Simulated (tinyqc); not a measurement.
Vertical double-diffused power MOSFET, components of the on-resistance: two steps of the calculation.

Stripe cells of pitch Wp + a, two channels a cell. Current flows through the channels, spreads in the accumulation layer, passes the gap between the p bodies and spreads at 45 degrees into the drift layer below them. Low drain voltage, full ionisation.

Inputs (values chosen for the exercise); bulk values close to those of 4H silicon carbide:
```
symbol,value,unit,meaning
T,400,K,temperature
eps_r,9.48,,relative permittivity
Kc,23800,V/cm per (cm^-3)^(1/8),critical-field constant
BV,1700,V,rated breakdown voltage of the drift layer
mud,820,cm^2/(V s),drift mobility at 300 K
bt,2.1,,temperature exponent of the drift mobility
tox,69,nm,gate oxide thickness (eps_r 3.9)
Vov,7,V,gate overdrive
mch,21,cm^2/(V s),channel mobility
mac,55,cm^2/(V s),accumulation-layer mobility
Lc,0.8,um,channel length
Wp,5.2,um,"width of the p body in one cell, channels included"
a,3.1,um,gap between neighbouring p bodies
xp,0.9,um,depth of the p body
Nj,3,,doping of the gap over the drift doping
Vbi,2.83,V,built-in voltage of the body junction
Rs,0.51,mohm cm^2,substrate and contact resistance
```

Constants: q = 1.602176634e-19 C, eps0 = 8.8541878128e-14 F/cm where lengths are in cm. Results are converted to the units shown.

Problem 1. Drift layer. Triangular field at breakdown with Ec = Kc N^(1/8): BV = eps0 eps_r Ec^2/(2 q N), so N = (eps0 eps_r Kc^2/(2 q BV))^(4/3); W = 2 BV/Ec; mu = mud (T/300 K)^(-bt); rho = 1/(q mu N); ideal resistance rho W.

Find: N; Ec; W; mu; rho; ideal resistance.

Solution 1.

N = 8.3412e15 cm^-3
Ec = 2.3266 MV/cm
W = 14.613 um
mu = 448.17 cm^2/(V s)
rho = 1.6696 ohm cm
ideal resistance = 2.4399 mohm cm^2

Problem 2. Components of the on-resistance. Pitch p = Wp + a, Cox = 3.9 eps0/tox; zero-bias depletion in the gap w0 = sqrt(2 eps0 eps_r Vbi/(q N Nj)), open gap g = a - 2 w0; R_ch = Lc p/(2 mch Cox Vov); R_acc = 0.6 a p/(4 mac Cox Vov), 0.6 being an empirical factor for current leaving the layer along its length; R_gap = (rho/Nj) xp p/g; spreading depth t = min(W, (p - g)/2); R_drift = (rho p/2) ln((g + 2 t)/g) + rho (W - t); R_on = the sum with Rs.

N = 8.3412069e15 cm^-3
W = 14.613302 um
mu = 448.16971 cm^2/(V s)
rho = 1.6696222 ohm cm

Wanted: w0; g; components; R_on; shares.

Solution 2.

w0 = 0.34424 um
g = 2.4115 um
components (mohm cm^2): channel 4.5129, accumulation 2.0031, gap 0.17240, drift 2.8047, substrate 0.51000
R_on = 10.003 mohm cm^2
shares (%): channel 45.115, accumulation 20.025, gap 1.723, drift 28.038, substrate 5.098

The channel term is the largest. R_on is 4.10 times the ideal drift resistance, and spreading raises the drift term to 1.15 times it.

Computed by the program tinyqc: `OMP_NUM_THREADS=1 python tinyqc.py 2230068 2230069 out.jsonl`, one thread of a shared Intel Xeon 2.30GHz, about 0.01 s for the whole run.
